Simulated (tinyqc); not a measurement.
The diagram with and without ligand: potential-pH (Pourbaix) lines of a metal, its cation, its oxide and an oxyanion, with a complexing ligand. Computed by tinyqc, a small Python program. Command: `OMP_NUM_THREADS=1 python tinyqc.py 3003763 3003764 out.jsonl pourb walk`. One thread of a shared host (Intel(R) Xeon(R) Processor @ 2.30GHz), about 0.01 s of CPU time with the checks.

Potentials are against the standard hydrogen electrode; solids and water have unit activity; dG_f of M, H+ and the electron is zero; F = e N_A and s = R T ln(10)/F. The cation carries z = 3.

Inputs (values chosen for the exercise, modelled on gallium):
```
quantity                                      value    unit
dG_f of the cation                           -160.4  kJ/mol
dG_f of the oxide                           -996.69  kJ/mol
dG_f of the oxyanion                        -532.86  kJ/mol
dG_f of water                               -237.14  kJ/mol
temperature T                                298.15       K
log10 of the dissolved activity a                -6       -
log10 of the stability constant beta of ML      4.7       -
pKa of HL                                       7.2       -
total ligand c_L                                0.5   mol/L
```

Species: M, M3+, M2O3, MO2(-).

Constants: R = 8.314462618 J/(mol K); e = 1.602176634e-19 C; N_A = 6.02214076e+23 1/mol.

Method. M3+ + 3e = M; (1/2) M2O3 + 3H+ + 3e = M + (3/2) H2O; MO2(-) + 4H+ + 3e = M + 2H2O. For each, E0 = -dG/(z F), and E = E0 + (s/z) log10 a - (s n_H/z) pH, with no activity term for the oxide. The free ligand is c_L/(1 + 10^(pKa - pH)) (ligand in excess); dissolved metal is a in all, so the free cation is a/alpha, alpha = 1 + beta [L]; the cation line drops by (s/z) log10 alpha.

E0 (V): cation -0.554143, oxide -0.492769, oxyanion -0.202380

s = 0.0591593 V

Lines against the metal (V); the species with the lowest line is stable above it:
```
pH    cation    oxide  oxyanion  stable above  cation with ligand  stable above, ligand
0   -0.67246  -0.4928   -0.3207        cation            -0.67248             dissolved
2   -0.67246  -0.6111   -0.4785        cation            -0.67372             dissolved
4   -0.67246  -0.7294   -0.6362         oxide            -0.69663                 oxide
5   -0.67246  -0.7886   -0.7151         oxide            -0.71583                 oxide
6   -0.67246  -0.8477   -0.7940         oxide            -0.73503                 oxide
7   -0.67246  -0.9069   -0.8729         oxide            -0.75108                 oxide
8   -0.67246  -0.9660   -0.9517         oxide            -0.75795                 oxide
9   -0.67246  -1.0252   -1.0306      oxyanion            -0.75907              oxyanion
10  -0.67246  -1.0844   -1.1095      oxyanion            -0.75920              oxyanion
12  -0.67246  -1.2027   -1.2672      oxyanion            -0.75921              oxyanion
14  -0.67246  -1.3210   -1.4250      oxyanion            -0.75921              oxyanion
```

Without ligand the oxide holds 5 of the eleven rows (pH 4 to 8), with it 5 (pH 4, 5, 6, 7, 8). The ligand acts once beta [L] exceeds 1, from pH = pKa - log10(beta c_L) = 2.8 on; its line then falls by at most s/z per pH unit and flattens beyond pKa, 0.087 V below the free cation at most. The oxide line falls faster, by s per pH unit.

Extremes, crossings and ranges named in words are read from the listed rows.
